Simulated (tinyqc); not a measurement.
From one set of inputs to another, one input at a time: Keating valence-force model of a tetrahedral crystal. Computed by tinyqc, a small Python program. Command: `OMP_NUM_THREADS=1 python tinyqc.py 3018557 3018558 out.jsonl keating ladder`. One thread of a shared host (Intel(R) Xeon(R) Processor @ 2.30GHz), about 0.09 s of CPU time with the checks.

Atom A sits at 0 and atom B at a/4 (1,1,1) of an fcc lattice; the four bonds from A are t = a/4 (1,1,1), a/4 (1,-1,-1), a/4 (-1,1,-1), a/4 (-1,-1,1), of length d = sqrt(3) a/4. Energy: E = (3 alpha/(8 d^2)) sum over bonds (r.r - d^2)^2 + (3 beta/(8 d^2)) sum over pairs of bonds at one atom (r_i.r_j + d^2/3)^2, with beta_A for the six pairs at A and beta_B for the six at B. The cell holds two atoms, Omega = a^3/4. 1 N/m = 1 J/m^2. With constants fitted to the elastic moduli this model puts optical and zone-boundary frequencies of real crystals too high, by up to about 20 % in elemental crystals and up to about 50 % in compounds, and mostly by more for TA modes; in compounds the lattice part of the static dielectric constant then comes out too low.

The inputs printed are set A. Set A is modelled on cubic gallium nitride; the values taken over come from a set modelled on zinc selenide. Inputs not listed in the table keep their values of set A, so the rows need not describe a real material.

Inputs (values chosen for the exercise, modelled on cubic gallium nitride):

| quantity | value | unit |
|---|---|---|
| lattice constant a | 4.52 | angstrom |
| mass M_A | 69.72 | u |
| mass M_B | 14.007 | u |
| bond stretching alpha | 78 | N/m |
| bond bending beta_A | 16.4 | N/m |
| bond bending beta_B | 16.8 | N/m |
| mesh divisions n | 4 | - |
| temperature T | 300 | K |

Structure: zinc blende.

Constants: nu for 1 eV/(angstrom^2 u) = 15.6333042 THz; 1 eV/angstrom^2 = 16.02176634 J/m^2; 1 THz = 33.35640952 1/cm; h x 1 THz = 4.135667696 meV; k_B = 8.617333262e-05 eV/K.

Method:
- beta = (beta_A + beta_B)/2; C11 = (alpha + 3 beta)/a, C12 = (alpha - beta)/a, C44 = 4 alpha beta/(a (alpha + beta)); with the two sublattices clamped C44(0) = (alpha + beta)/a; internal-strain parameter zeta = (alpha - beta)/(alpha + beta); B = (C11 + 2 C12)/3.
- beta = (beta_A + beta_B)/2; mu = M_A M_B/(M_A + M_B); lambda = 4 (alpha + beta)/mu with the springs in eV/angstrom^2; nu = 15.6333042 THz x sqrt(lambda).
- With displacements u exp(i q.r), each bracket changes by g.u, where g = (g_A, g_B): bond t, g = (-2 t, 2 t exp(i q.t)); pair (i, j) at A, g = (-(t_i + t_j), t_i exp(i q.t_j) + t_j exp(i q.t_i)); pair at B, g = (-t_i exp(-i q.t_j) - t_j exp(-i q.t_i), t_i + t_j). Then D_mn = sum over the 4 bonds and 12 pairs of (4 k/a^2) conj(g_m) g_n / sqrt(M_m M_n), with k = alpha or beta converted to eV/angstrom^2. Only the short-range forces enter; the Coulomb field of the charges is left out.
- An eigenvalue lambda of D in eV/(angstrom^2 u) gives nu = 15.6333042 THz x sqrt(lambda).
- Mesh: q = sum_i (m_i + 1/2)/n b_i, m_i = 0..n-1, with b = [[-1, 1, 1], [1, -1, 1], [1, 1, -1]] in 2 pi/a; sums over the six modes are averaged over the n^3 points and halved, per atom.
- With x = h nu/(k_B T) and n = 1/(exp(x) - 1) for each mode: F = k_B T [x/2 + ln(1 - exp(-x))], U = k_B T x (n + 1/2), S/k_B = x n - ln(1 - exp(-x)), C/k_B = x^2 n (n + 1).
- The acoustic share counts the three lowest modes at each q; zero-point energy = sum h nu/2.

Each row keeps all changes above it:

| input moved | from | to | internal-strain parameter zeta | nu_TO at G (THz) | entropy S (k_B/atom) |
|---|---|---|---|---|---|
| set A | - | - | 0.64905 | 22.246 | 1.7912 |
| lattice constant a (angstrom) | 4.52 | 5.668 | 0.64905 | 22.246 | 1.7912 |
| temperature T (K) | 300 | 150 | 0.64905 | 22.246 | 0.7344 |
| mass M_B (u) | 14.007 | 78.97 | 0.64905 | 12.485 | 1.1685 |
| mass M_A (u) | 69.72 | 65.38 | 0.64905 | 12.704 | 1.1424 |
| bond bending beta_A (N/m) | 16.4 | 4.01 | 0.76461 | 12.281 | 1.3739 |
| bond stretching alpha (N/m) | 78 | 35.4 | 0.54568 | 8.840 | 1.7478 |

Where does the difference come from?

Internal-strain parameter zeta goes from 0.649 to 0.546, a factor 0.841 in all. The largest single move comes from bond stretching alpha (a factor 0.714), and bond bending beta_A works against it (a factor 1.18). nu_TO at G goes from 22.2 to 8.84, a factor 0.397 in all. The largest single move comes from mass M_B (a factor 0.561). Entropy S goes from 1.79 to 1.75, a factor 0.9758 in all. The largest single move comes from temperature T (a factor 0.410), and mass M_B works against it (a factor 1.59). The single moves hold for this order of the switches; the total does not depend on the order.

Extremes, crossings and ranges named in words are read from the listed rows.
